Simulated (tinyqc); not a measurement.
Ion-assisted plasma etching: sheath, surface coverage, synergy and aspect-ratio dependence: one step, computed by the program tinyqc.

Radicals adsorb on bare sites; ions remove covered sites with a high yield and bare sites by sputtering; a slow spontaneous reaction acts everywhere, walls included.

Problem. Fluxes. Bohm speed u_B = sqrt(e T_e/M_i); ion flux G_i = 0.61 n_e u_B; radical flux G_n = n c/4 with c = sqrt(8 k_B T_g/(pi M_n)).

Inputs (values chosen for the exercise, close to those used for silicon in a halogen plasma):

| quantity | value | unit |
|---|---|---|
| plasma density n_e | 5.9e+09 | 1/cm^3 |
| electron temperature T_e | 4.8 | eV |
| ion mass M_i | 80 | u |
| radical density n | 4e+13 | 1/cm^3 |
| radical mass M_n | 80 | u |
| gas temperature T_g | 600 | K |

Feature: round hole.

Constants: e = 1.602176634e-19 C; u = 1.6605390666e-27 kg; k_B = 1.380649e-23 J/K.

Give: Bohm speed; ion flux G_i; radical speed c; radical flux G_n; flux ratio G_n/G_i.

Solution.

Bohm speed = 2.4061e+05 cm/s

ion flux G_i = 8.6594e+14 1/(cm^2 s)

radical speed c = 39849 cm/s

radical flux G_n = 3.9849e+17 1/(cm^2 s)

flux ratio G_n/G_i = 460.18
